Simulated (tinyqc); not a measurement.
Worked calculation: RKS/LDA (VWN5) in the sto-3g basis, for BeH2, spin multiplicity 1. One step of it, computed by the program tinyqc.

Question. Iteration 2: DIIS coefficients. Solve [B -1; -1 0][c; lambda] = [0; -1] for the coefficients, which sum to one.

B (overlaps of the stored error matrices):
```
                1               2
1   1.5509071e+00  -2.7631483e-01
2  -2.7631483e-01   7.1469151e-02
```

Give: DIIS coefficients.

Answer.

DIIS coefficients: 0.160  0.840
